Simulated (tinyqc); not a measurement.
Two regimes over temperature: microkinetic model of low-temperature epitaxy from hydride gases: adsorption, hydrogen desorption and rate control. Computed by tinyqc, a small Python program. Command: `OMP_NUM_THREADS=1 python tinyqc.py 3006721 3006722 out.jsonl hepi walk`. One thread of a shared host (Intel(R) Xeon(R) Processor @ 2.30GHz), about 0.01 s of CPU time with the checks.

Each hydride molecule needs two free sites and leaves four hydrogen atoms, of which two leave at once as H2; theta is the hydrogen coverage, the site density is 6.78 per nm^2 and one layer is 1.358 angstrom thick.

Inputs (values chosen for the exercise, close to those used for silane and germane on Si(001)): silane pressure p_S = 0.013 Pa; sticking prefactor of silane s0 = 0.01; adsorption barrier E_s = 0.14 eV; desorption prefactor nu_d = 7.2e+12 1/s; desorption energy on silicon E_d = 2.19 eV; hydrogen carrier pressure p_H = 110 Pa; sticking of hydrogen s_H = 1.6e-07; germane pressure p_G = 0.0019 Pa; sticking ratio of germane to silane r_G = 5.6; lowering of E_d per unit germanium fraction, dE = 0.58 eV.

Film: silicon-germanium. Order of hydrogen desorption: first.

Constants: k_B = 8.617333262e-05 eV/K; u = 1.6605390666e-27 kg; k_B = 1.380649e-23 J/K.

Method:
- Flux per site F = p/(sqrt(2 pi M k_B T) x 6.78e18 per m^2), M = 32.12 u (silane), 76.63 u (germane), 2.016 u (hydrogen); s = s0 exp(-E_s/(k_B T)); k_S = s F_S, k_G = r_G s F_G; germanium fraction x = k_G/(k_S + k_G); k = k_S + k_G; k_H = s_H F_H; k_d = nu_d exp(-(E_d - dE x)/(k_B T)).
- With k the hydride and k_H the hydrogen adsorption rate on free pairs and k_d the desorption rate, steady state: 2 (k + k_H)(1 - theta)^2 = k_d theta; growth rate R = k (1 - theta)^2 layers/s; 1 layer/s = 8.148 nm/min.
- Temperatures in kelvin are T(C) + 273.15.
- Limits: desorption-limited R = k_d k/(2 (k + k_H)), adsorption-limited R = k.

Growth:
```
T (C)       theta  G (nm/min)  desorption limit (nm/min)  adsorption limit (nm/min)
400    8.6875e-01     0.00660                 7.6008e-03                    0.38332
450    6.3335e-01     0.05875                 9.2757e-02                    0.43700
500    2.9650e-01     0.24187                 8.1577e-01                    0.48872
550    8.2500e-02     0.45300                 5.4909e+00                    0.53813
600    1.9003e-02     0.56299                 2.9627e+01                    0.58501
650    4.6916e-03     0.62338                 1.3287e+02                    0.62927
700    1.3126e-03     0.66914                 5.0979e+02                    0.67090
750    4.1426e-04     0.70933                 1.7123e+03                    0.70992
800    1.4544e-04     0.74619                 5.1304e+03                    0.74641
850    5.6040e-05     0.78038                 1.3925e+04                    0.78047
```

What follows from these numbers?

The apparent activation energy of G is 1.83 eV between the first rows and 0.09 eV between the last; full hydrogen cover gives a value near the desorption energy (plus E_s where k_H far exceeds k), a bare surface one near E_s less k_B T/2 from the flux. The coverage passes one half between 450 and 500 C, the knee of the Arrhenius plot.

Extremes, crossings and ranges named in words are read from the listed rows.
